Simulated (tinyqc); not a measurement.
Chemical-mechanical planarisation: Preston law, pattern density and step-height reduction: one step, computed by the program tinyqc.

A row of 12 cells, repeated periodically, holds raised features that cover a share rho of each cell.

Problem. Blanket rate. With equal rotation speeds the relative speed is uniform, v = omega r_c; Preston rate R0 = K P v.

Inputs (values chosen for the exercise, close to those used for copper polishing): Preston coefficient K = 1.6e-13 1/Pa; pressure P = 24 kPa; platen and carrier speed = 60 rpm; distance between the centres = 18 cm.

Give: relative speed v; blanket rate R0.

Solution.

relative speed v = 1.131 m/s

blanket rate R0 = 4.343 nm/s
